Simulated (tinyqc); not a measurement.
Inside a calculation. Method: G0W0 on RHF in the 6-31g basis, for H2, spin multiplicity 1. One step of it, computed by the program tinyqc.

Task: G0W0 on Hartree-Fock: LUMO. W(p,q,m) = sqrt2 sum_ia (pq|ia) (X+Y)_ia,m; Sigma_c(x) = sum_(i,m) W^2/(x - e_i + w_m) + sum_(a,m) W^2/(x - e_a - w_m); solve x = e_p + Sigma_c(x) by Newton steps; Z = 1/(1 - dSigma/dx); 1 hartree = 27.211386 eV.

orbital energies (hartree): MO1 -0.608580, MO2 0.249335, MO3 0.755217, MO4 1.461813

Two-electron integrals over orbitals (pq|rs), unique and non-zero (hartree):
```
p,q,r,s,(pq|rs)
1,1,1,1,0.665962
2,1,2,1,0.075520
2,2,1,1,0.432223
2,2,2,2,0.383718
3,1,1,1,0.172612
3,1,2,2,0.047026
3,1,3,1,0.111397
3,2,2,1,-0.022693
3,2,3,2,0.037173
3,3,1,1,0.536300
3,3,2,2,0.378584
3,3,3,1,0.119488
3,3,3,3,0.462153
4,1,2,1,-0.078338
4,1,3,2,-0.017118
4,1,4,1,0.142020
4,2,1,1,-0.143377
4,2,2,2,-0.052048
4,2,3,1,-0.071161
4,2,3,3,-0.094745
4,2,4,2,0.064601
4,3,2,1,-0.077205
4,3,3,2,0.001322
4,3,4,1,0.121434
4,3,4,3,0.119833
4,4,1,1,0.680377
4,4,2,2,0.440876
4,4,3,1,0.206164
4,4,3,3,0.555147
4,4,4,2,-0.167174
4,4,4,4,0.759784
```

excitation energies w (hartree): 0.977995  1.570870  2.345502

X + Y:
```
,1,2,3
1>2,0.932603,0.000000,-0.055811
1>3,0.000000,0.931761,0.000000
1>4,0.134268,0.000000,0.935516
```

Give: The 12 largest terms at x = e_p; Newton steps; quasiparticle energy of the LUMO; Hartree-Fock value.

Result:

The 12 largest terms at x = e_p (hartree; W for the signs of X + Y given):
```
q,m,W,term
1,1,0.085,3.91e-03
1,3,-0.110,3.75e-03
4,2,-0.094,-3.16e-03
2,2,0.062,-2.44e-03
3,1,-0.033,-7.42e-04
3,3,-0.021,-1.53e-04
```

Newton steps (hartree):
```
step,x,Sigma_c(x),Z
0,0.249,1.16e-03,0.993
1,0.250,1.15e-03,0.993
2,0.250,1.15e-03,0.993
```

quasiparticle energy of the LUMO = 6.816 eV

Hartree-Fock value = 6.785 eV
